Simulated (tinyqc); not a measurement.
Worked calculation: plane-wave Kohn-Sham cycle with exchange-only LDA in a layered model solid. Computed by tinyqc, a small Python program that keeps every step. Settings: points = 16, plane-wave index or count = 2, electrons = 2, k points = 4, area = 33.0, mixing = 0.8, iteration cap = 76, Pulay depth = 3. Command: `OMP_NUM_THREADS=1 python tinyqc.py 22018 22019 out.jsonl` (the two numbers bound the seeds that draw the settings). One thread of a shared host (Intel(R) Xeon(R) Processor @ 2.60GHz), about 0.02 s of CPU time with the checks. Later iterations appear only in the table of the cycle.

## Iteration 1: potential

A solid whose potential varies along x alone (atomic units):
```
parameter,value
period a,16.500000
cross-section of the cell,33.000000
electrons per cell,2
grid points,16
"plane waves -n..n, n",2
k points,4
V1 in V1 cos(2 pi x/a),-0.130000
V2 in V2 cos(4 pi x/a),-0.010000
```

density at the start, on the grid x_j = j a/N (e/bohr^3): 0.0036731  0.0036731  0.0036731  0.0036731  0.0036731  0.0036731  0.0036731  0.0036731  0.0036731  0.0036731  0.0036731  0.0036731  0.0036731  0.0036731  0.0036731  0.0036731

V_H(G) = 4 pi rho(G)/G^2 for G != 0 (uniform background); v_x = -(3 rho/pi)^(1/3); V = V_ext + V_H + v_x; Fourier components f(G_m) = (1/N) sum_j f(x_j) exp(-i G_m x_j).

Potentials on the grid (hartree):
```
x,V_ext,V_H,v_x,V
0.00000,-0.14000,0.00000,-0.15194,-0.29194
1.03125,-0.12718,0.00000,-0.15194,-0.27911
2.06250,-0.09192,0.00000,-0.15194,-0.24386
3.09375,-0.04268,0.00000,-0.15194,-0.19462
4.12500,0.01000,0.00000,-0.15194,-0.14194
5.15625,0.05682,0.00000,-0.15194,-0.09512
6.18750,0.09192,0.00000,-0.15194,-0.06001
7.21875,0.11303,0.00000,-0.15194,-0.03891
8.25000,0.12000,0.00000,-0.15194,-0.03194
9.28125,0.11303,0.00000,-0.15194,-0.03891
10.31250,0.09192,0.00000,-0.15194,-0.06001
11.34375,0.05682,0.00000,-0.15194,-0.09512
12.37500,0.01000,0.00000,-0.15194,-0.14194
13.40625,-0.04268,0.00000,-0.15194,-0.19462
14.43750,-0.09192,0.00000,-0.15194,-0.24386
15.46875,-0.12718,0.00000,-0.15194,-0.27911
```

V(G_m), m = 0, 1, 2, ... (hartree): -0.15194  -0.06500  -0.00500  0.00000  0.00000

## Iteration 1: Hamiltonian at one k

k = 0.12500 2 pi / a

H(m,m') = (k + G_m)^2/2 delta + V(G_m - G_m'), with V(-G) = V(G).

H (hartree), lower triangle:
```
,-2,-1,+0,+1,+2
-2,0.10296
-1,-0.06500,-0.09643
+0,-0.00500,-0.06500,-0.15081
+1,0.00000,-0.00500,-0.06500,-0.06018
+2,0.00000,0.00000,-0.00500,-0.06500,0.17546
```

## Iteration 1: levels at that k

Diagonalise the Hermitian matrix.

eigenvalues (hartree): -0.22134  -0.09462  -0.02865  0.12303  0.19260

## Iteration 1: new density

Motion across x is left out: the lowest 1 band(s) hold two electrons at each of the k points (j + 1/2)/nk - 1/2. Residual R = rho(out) - rho(in); rho(new) = rho(in) + 0.8 R. rho(out) = 2/(a A nk) sum |psi|^2 with psi = sum c exp(i G x). Harris energy E = band energy - dV sum rho (V_H/2 + v_x) + (3/4) dV sum rho v_x with rho(in), dV = a A/N, band energy = (2/nk) sum of the filled levels.

rho(out) (e/bohr^3): 0.0120000  0.0105385  0.0071139  0.0036625  0.0014352  0.0004428  0.0001249  0.0000485  0.0000367  0.0000485  0.0001249  0.0004428  0.0014352  0.0036625  0.0071139  0.0105385

density after iteration 1 (e/bohr^3): 0.0103346  0.0091654  0.0064257  0.0036647  0.0018828  0.0010889  0.0008346  0.0007734  0.0007640  0.0007734  0.0008346  0.0010889  0.0018828  0.0036647  0.0064257  0.0091654

energy per cell = -0.3661984 hartree

## Iteration 2: potential

As before.

Potentials on the grid (hartree):
```
x,V_ext,V_H,v_x,V
0.00000,-0.14000,0.42261,-0.21450,0.06811
1.03125,-0.12718,0.37945,-0.20608,0.04619
2.06250,-0.09192,0.26469,-0.18308,-0.01031
3.09375,-0.04268,0.11312,-0.15182,-0.08138
4.12500,0.01000,-0.03949,-0.12160,-0.15108
5.15625,0.05682,-0.16929,-0.10131,-0.21378
6.18750,0.09192,-0.26515,-0.09271,-0.26594
7.21875,0.11303,-0.32328,-0.09039,-0.30064
8.25000,0.12000,-0.34271,-0.09002,-0.31273
9.28125,0.11303,-0.32328,-0.09039,-0.30064
10.31250,0.09192,-0.26515,-0.09271,-0.26594
11.34375,0.05682,-0.16929,-0.10131,-0.21378
12.37500,0.01000,-0.03949,-0.12160,-0.15108
13.40625,-0.04268,0.11312,-0.15182,-0.08138
14.43750,-0.09192,0.26469,-0.18308,-0.01031
15.46875,-0.12718,0.37945,-0.20608,0.04619
```

V(G_m), m = 0, 1, 2, ... (hartree): -0.13741  0.09278  0.00720  0.00251  0.00036

## Iteration 2: Hamiltonian at one k

k = 0.12500 2 pi / a

As before.

H (hartree), lower triangle:
```
,-2,-1,+0,+1,+2
-2,0.11749
-1,0.09278,-0.08190
+0,0.00720,0.09278,-0.13627
+1,0.00251,0.00720,0.09278,-0.04564
+2,0.00036,0.00251,0.00720,0.09278,0.18999
```

## Iteration 2: levels at that k

As before.

eigenvalues (hartree): -0.24103  -0.10441  0.00130  0.16016  0.22764

## Iteration 2: new density

B (overlaps of the stored error matrices):
```
,1,2
1,2.8284596e-04,-4.2779271e-04
2,-4.2779271e-04,8.0251363e-04
```

Motion across x is left out: the lowest 1 band(s) hold two electrons at each of the k points (j + 1/2)/nk - 1/2. Residual R = rho(out) - rho(in); rho(new) = rho(in) + 0.8 R; Pulay mixing then takes sum c_i of the stored mixed densities, with c from B_ij = sum R_i R_j as in DIIS. rho(out) = 2/(a A nk) sum |psi|^2 with psi = sum c exp(i G x). Harris energy E = band energy - dV sum rho (V_H/2 + v_x) + (3/4) dV sum rho v_x with rho(in), dV = a A/N, band energy = (2/nk) sum of the filled levels.

rho(out) (e/bohr^3): 0.0000140  0.0000205  0.0000741  0.0003461  0.0012980  0.0035580  0.0071543  0.0107679  0.0123179  0.0107679  0.0071543  0.0035580  0.0012980  0.0003461  0.0000741  0.0000205

DIIS coefficients: 0.63387  0.36613

density after iteration 2 (e/bohr^3): 0.0073117  0.0064868  0.0045653  0.0026926  0.0017115  0.0018121  0.0026856  0.0037008  0.0041482  0.0037008  0.0026856  0.0018121  0.0017115  0.0026926  0.0045653  0.0064868

energy per cell = -0.6277354 hartree

## Convergence

Stop when sqrt(dV sum R^2) is below 1e-8, dV = a A/N.

Course of the cycle:
```
iteration,E (hartree),norm of the residual
1,-0.3661984,9.81e-02
2,-0.6277354,1.65e-01
3,-0.2510897,3.62e-02
4,-0.2477323,2.38e-02
5,-0.3150225,9.52e-02
6,-0.2480024,2.06e-02
7,-0.2633185,4.86e-02
8,-0.2476787,2.39e-02
9,-0.2467043,1.41e-02
10,-0.2461564,2.82e-03
11,-0.2461290,3.91e-05
12,-0.2461290,6.67e-05
13,-0.2461289,3.65e-06
14,-0.2461289,6.99e-08
15,-0.2461289,7.97e-08
16,-0.2461289,1.43e-07
17,-0.2461289,3.43e-08
18,-0.2461289,7.53e-10
```

Converged in 18 iterations. Before convergence this energy mixes input and output and is not variational, so it may rise towards its limit.
